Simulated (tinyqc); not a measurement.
# Resistance of a tapered via with liner, size effect and interface: several studies

A round via whose diameter grows from db at the bottom as D(z) = db + 2 z/tan(ang). The fill, of diameter D - 2 tl, starts above the bottom liner (thickness fb tl) and has rho = rho0 (1 + ks lam/(D - 2 tl)); the sidewall liner conducts in parallel with it. The bottom liner and the interface are crossed over the full area pi db^2/4. Spreading in the lines above and below is left out.

Values chosen for this exercise; fill metal close to cobalt:
```
symbol,value,unit,meaning
db,10,nm,diameter at the bottom
hv,34,nm,height
ang,89,degrees,sidewall angle
rho0,6.3,uohm cm,bulk resistivity of the fill
lam,11.5,nm,mean free path of the fill
ks,0.9,,size-effect factor
tl,1.7,nm,liner on the sidewall
fb,1,,liner at the bottom over that on the sidewall
rl,180,uohm cm,resistivity of the liner
ri,1.4e-12,ohm cm^2,interface resistivity at the bottom
Sb,1e15,S/m^2,"ballistic conductance per area, about 3/(4 rho0 lam)"
rho2,5.37,uohm cm,bulk resistivity of the second fill (close to tungsten)
lam2,15.6,nm,its mean free path
tl2,3.4,nm,its liner
```

Each table varies one quantity; the others keep the values above.

## Via resistance against the diameter at the bottom

Slices between z0 = fb tl and hv, evaluated at their midpoints: conductance per length pi/4 [(D - 2 tl)^2/rho + (D^2 - (D - 2 tl)^2)/rl], slice resistance = slice height over that. 2000 slices. R_fill = sum of the slices; R_bottom = rl fb tl/(pi db^2/4); R_interface = ri/(pi db^2/4); ballistic (Sharvin) limit 1/(Sb pi (db - 2 tl)^2/4); ideal cylinder rho0 hv/(pi db^2/4).

Results:
```
db (nm)	R_fill (ohm)	R_bottom (ohm)	R_interface (ohm)	R (ohm)	ballistic limit (ohm)	R over ideal cylinder	largest part
6	732.3	108.2	4.951	845.5	188.3	11.16	fill
8.3	213.0	56.56	2.588	272.1	53.03	6.873	fill
11	80.74	32.20	1.473	114.4	22.04	5.076	fill
22	10.58	8.050	0.3683	19.00	3.680	3.371	fill
30	4.767	4.329	0.1981	9.294	1.799	3.067	fill
42	2.112	2.209	0.1011	4.422	0.8545	2.860	bottom liner
58	1.004	1.158	0.05299	2.215	0.4271	2.732	bottom liner
80	0.4910	0.6088	0.02785	1.128	0.2170	2.646	bottom liner
```

Estimate the missing row, db = 16 nm.

Computed row:
```
db (nm)	R_fill (ohm)	R_bottom (ohm)	R_interface (ohm)	R (ohm)	ballistic limit (ohm)	R over ideal cylinder	largest part
16	25.56	15.22	0.6963	41.47	8.020	3.893	fill
```

With this row back in the table: R falls from 845 to 1.13 ohm. The fill is the largest part at db = 6, the bottom liner from 42 on. R goes as db^(-3.49) between the first two rows and db^(-2.10) between the last two; area alone gives -2.

## Via resistance against the interface resistivity at the bottom

Same model as above.

2000 slices.

The same in every row: R_fill (ohm) = 110.9; R_bottom (ohm) = 38.96; ballistic limit (ohm) = 29.23.

Via resistance against the interface resistivity at the bottom:
```
ri (ohm cm^2)	R_interface (ohm)	R (ohm)	R over ideal cylinder	largest part
2e-13	0.2546	150.1	5.503	fill
5e-13	0.6366	150.5	5.517	fill
1e-12	1.273	151.1	5.540	fill
2e-12	2.546	152.4	5.587	fill
6e-12	7.639	157.5	5.774	fill
1e-11	12.73	162.6	5.960	fill
3e-11	38.20	188.0	6.894	fill
```

What does the table show?

R rises from 150 to 188 ohm. The fill is the largest part at ri = 2e-13 and in all other rows. The share of the two bottom terms goes from 26.1 to 41.0 %.

## Two fill metals against the diameter

2000 slices. R_fill = sum of the slices; R_bottom = rl fb tl/(pi db^2/4); R_interface = ri/(pi db^2/4). The second fill has rho2, lam2 and tl2 in place of rho0, lam and tl.

Results:
```
db (nm)	R, first fill (ohm)	R, second fill (ohm)	ratio second/first
12	89.31	207.9	2.327
24	15.49	25.04	1.617
35	6.590	10.16	1.541
49	3.172	4.812	1.517
70	1.490	2.248	1.508
100	0.7099	1.069	1.505
```

Estimate the missing row, db = 17 nm.

Computed row:
```
db (nm)	R, first fill (ohm)	R, second fill (ohm)	ratio second/first
17	35.58	64.32	1.808
```

With this row back in the table: The ratio goes from 2.33 to 1.51. The first fill gives the lower R in every row.

Numbers from tinyqc (`OMP_NUM_THREADS=1 python tinyqc.py 2750033 2750034 out.jsonl`; about 0.01 s on one thread of a shared Intel Xeon 2.30GHz).
